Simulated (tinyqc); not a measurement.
Straight dislocations in isotropic elasticity: fields, energies, partials, Peierls stress and walls. Changing the dislocation density rho. Computed by tinyqc, a small Python program. Command: `OMP_NUM_THREADS=1 python tinyqc.py 3007431 3007432 out.jsonl disloc sweep`. One thread of a shared host (Intel(R) Xeon(R) Processor @ 2.30GHz), about 0.01 s of CPU time with the checks.

The line runs along z, the glide plane is y = 0, and beta is the angle between b and the line (0 screw, 90 degrees edge): b_e = b sin(beta) along +x with the extra half plane at y > 0, b_s = b cos(beta). Stress is positive in tension.

Inputs (values chosen for the exercise, modelled on gold): shear modulus G = 27.2 GPa; Poisson ratio nu = 0.42; Burgers vector b = 2.884 angstrom; core radius r0/b = 2; source length l = 530 nm.

Character: 60-degree.

Constants: 1 eV/angstrom^3 = 160.2176634 GPa.

Method:
- Energy factor K = G [cos^2(beta) + sin^2(beta)/(1 - nu)].
- E = K b^2/(4 pi) ln(R/r0) with R = 1/(2 sqrt(rho)); tension T = E + d^2E/d(beta)^2 = G b^2 [1 + nu - 3 nu sin^2(beta)]/(4 pi (1 - nu)) ln(R/r0). The core energy is taken into r0.
- Frank-Read source, averaged over the loop: tau = G b/(2 pi l) [(1 - nu/2)/(1 - nu)] ln(l/r0). Taylor hardening: tau = 0.3 G b sqrt(rho).

One run for each value:
```
dislocation density rho (1/m^2)  stored energy rho E (kJ/m^3)  Taylor stress (MPa)  line energy E (eV/nm)
1.00e+08                                           3.1587e-04           2.3533e-02                 19.715
1.00e+09                                           2.8388e-03           7.4419e-02                 17.719
1.00e+10                                           2.5190e-02           2.3533e-01                 15.722
1.00e+11                                           2.1992e-01           7.4419e-01                 13.726
1.00e+12                                           1.8793e+00           2.3533e+00                 11.730
1.00e+13                                           1.5595e+01           7.4419e+00                  9.734
1.00e+14                                           1.2397e+02           2.3533e+01                  7.737
1.00e+15                                           9.1982e+02           7.4419e+01                  5.741
1.00e+16                                           5.9998e+03           2.3533e+02                  3.745
```

What does the table show, and why?

Over the rows, stored energy rho E (kJ/m^3) rises from 3.16e-4 to 6000 (exponent d ln y / d ln x 0.95 between the first rows and 0.81 between the last); Taylor stress (MPa) rises from 0.0235 to 235 (exponent d ln y / d ln x about 0.50 throughout); line energy E (eV/nm) falls from 19.7 to 3.74 (exponent d ln y / d ln x -0.046 between the first rows and -0.19 between the last). The exponent of Taylor stress stays at 0.50: the forest spacing is rho^(-1/2).
